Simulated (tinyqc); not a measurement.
# Worked calculation: field emission through a triangular barrier, exact transmission by Airy functions

Program tinyqc, `OMP_NUM_THREADS=1 python tinyqc.py 2580101 2580102 out.jsonl`; Intel Xeon 2.30GHz, shared host, one thread, about 0.01 s. Printed values are rounded.

The left lead has its band edge at 0; for x > 0 the edge falls without end, U(x) = U0 - F x, with mass m1. No transverse momentum; C = hbar^2/(2 m0); psi and psi'/m are continuous at x = 0. The outgoing solution is Bi(z) + i Ai(z).

Parameters, values chosen for the exercise; masses and offsets close to those of InGaAs wells and InAlAs barriers:
- mL = 0.042 m0 (mass in the left lead)
- U0 = 0.52 eV (barrier edge at x = 0)
- m1 = 0.074 m0 (mass in the barrier)
- E = 0.091 eV (electron energy)
- F = 0.027 V/nm (field in the barrier)

Constants: q = 1.602176634e-19 C, hbar = 1.054571817e-34 J s, m0 = 9.1093837015e-31 kg, hbar^2/(2 m0) = 0.0380998212 eV nm^2. Results are converted to the units shown.

Range of the model: Masses are held fixed, although real bands cease to be parabolic a few tenths of an eV from their edges.

## Scaled variables

Energy scale e = (C F^2/m1)^(1/3), z(x) = (U(x) - E)/e, s = (dz/dx)/m1 = -F/(e m1); v = k/m in a lead. vL = sqrt(mL E/C)/mL.

e = 0.0721339 eV
z(0) = 5.94727
s = -5.05816 1/nm
vL = 7.54110 1/nm
turning point (U0 - E)/F = 15.8889 nm

## Airy functions at x = 0

Ai and Bi solve y'' = z y, with Wronskian Ai Bi' - Ai' Bi = 1/pi.

Airy functions: Ai 1.13400e-5, Ai' -2.81129e-5, Bi 5759.39, Bi' 13791.6

## Transmission, exact and WKB

With the Airy functions at z = z(0): g = s (Bi' + i Ai')/(Bi + i Ai), r = (i vL - g)/(i vL + g), T(E) = 1 - |r|^2 = 4 vL Im(g)/|i vL + g|^2, vL = sqrt(mL E/C)/mL. Im(g) = -s/(pi (Ai^2 + Bi^2)) by the Wronskian. WKB: exp(-S), S = (4/(3 F)) sqrt(m1/C) [max(U0 - E, 0)^1.5].

Re g = -12.1124 1/nm
Im g = 4.85389e-8 1/nm
T(E) = 7.19204e-9
exp(-S) = 3.99522e-9

The exact value is 80 % above the WKB one.
